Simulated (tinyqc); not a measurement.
Worked calculation: static screening by free carriers. Values are carried at full precision from step to step, so a last printed digit may differ when a step is redone from the rounded ones.

kF = (3 pi^2 n/Mv)^(1/3), EF = c kF^2/m with c = hbar^2/2m0, n in 1/angstrom^3 (1e-24 per 1/cm^3), e2 = e^2/(4 pi eps0). Thomas-Fermi: qTF^2 = 6 pi e2 n/(eps EF). Debye: qD^2 = 4 pi e2 n/(eps kB T).

Constants: hbar^2/2m0 = 3.80998211 eV angstrom^2; e^2/(4 pi eps0) = 14.39964547 eV angstrom; kB = 8.617333262e-05 eV/K; a0 (Bohr radius) = 0.5291772105 angstrom; hbar = 6.58211957e-16 eV s.

Inputs chosen for the exercise (near those of Si; the results hold for these values, not for the real material): n = 7.1e+17 1/cm^3 (carrier density); m = 0.32 m0 (mass of one isotropic valley); Mv = 6 (valleys); eps = 11.7 (background dielectric constant); T = 300 K; q = 0.0456 1/angstrom (wave vector); aD = 24.4 angstrom (trial radius); NI = 2.1e+18 1/cm^3 (ionised impurities).

## Fermi and screening wave vectors

Also the effective Bohr radius aB = a0 eps/m and rs = (3/(4 pi n))^(1/3)/aB.

kF = 0.015188 1/angstrom
EF at 0 K = 2.747 meV
EF/kT = 0.106
qTF = 0.077440 1/angstrom
qD = 0.020610 1/angstrom
aB = 19.35 angstrom
rs = 3.59

The gas is not degenerate, so the Debye value applies.

## Screening at finite temperature

F_j(eta) = (1/Gamma(j + 1)) integral_0^infinity x^j dx/(1 + exp(x - eta)), which tends to exp(eta) for eta << 0.

At finite T: qs^2 = qD^2 F_-1/2(eta)/F_1/2(eta), where n = Mv N F_1/2(eta) and N = 2 (m kB T/(4 pi c))^(3/2) with c = hbar^2/2m0, in 1/angstrom^3; times 1e24 for 1/cm^3.

Solve for eta and form qs.

n/(Mv N) = 0.02605
eta = -3.639
qs = 0.02052 1/angstrom
screening length 1/qs = 48.74 angstrom

qs is 0.995 of the Debye value and 0.265 of the Thomas-Fermi value.

## Lindhard function at one q

Lindhard at zero temperature: eps(q)/eps = 1 + (qTF/q)^2 L(x), x = q/(2 kF), L(x) = 1/2 + ((1 - x^2)/(4x)) ln|(1 + x)/(1 - x)|.

Compare with Thomas-Fermi, 1 + (qTF/q)^2.

x = 1.5012
L(x) = 0.1644
eps(q)/eps, Lindhard = 1.474
eps(q)/eps, Thomas-Fermi = 3.884

The carriers respond with 16 % of their long-wave strength at this q, beyond 2 kF, where no pair of states on the Fermi surface is joined by q. The zero-temperature form is an exercise here: at the temperature of this gas EF is only 0.11 kT.

## A donor in the screened potential

Donor in the screened potential -(e2/eps) exp(-qs r)/r with the trial function exp(-r/a): E(a) = c/(m a^2) - (e2/eps) 4/(a (2 + qs a)^2), e2 = e^2/(4 pi eps0), c = hbar^2/2m0; isotropic mass.

Evaluate both terms at a = aD.

kinetic term = 19.998 meV
potential term = -32.267 meV
E(aD) = -12.268 meV
unscreened level -m Ry/eps^2 (Ry = 13.60569312 eV) = -31.805 meV

This trial radius gives a bound state.

## Ionised-impurity scattering at E = 3 kT

Brooks-Herring rate for an electron of energy E: 1/tau = NI (pi e2^2/(eps^2 hbar)) (sqrt(c/m)/E^(3/2)) Phi(b), with Phi = ln(1 + b) - b/(1 + b), b = (2k/qs)^2, k^2 = m E/c, NI in 1/angstrom^3.

e2 = e^2/(4 pi eps0), c = hbar^2/2m0; mobility estimate mu = tau/(m m0/e) with m0/e = 5.685630e-12 kg/C, times 1e4 for cm^2/(V s).

b = 61.91
Phi = 3.1576
1/tau = 7.66e+12 1/s
mu at this energy = 718 cm^2/(V s)

b is well above 1, the regime that the Brooks-Herring formula is meant for; a true mobility averages tau over the distribution.

## Checks

- Scattering rate against the golden-rule integral over angles (1/s): both 7.659e+12.
- L(x) at x = 0.7 against the integral over the Fermi sphere: both 0.81595.

Computed by tinyqc, a small Python program: `OMP_NUM_THREADS=1 python tinyqc.py 1652422 1652423 out.jsonl` (the numbers bound the seed that draws the inputs); one thread of a shared host (Intel(R) Xeon(R) Processor @ 2.30GHz), about 0.01 s for the whole set of steps.
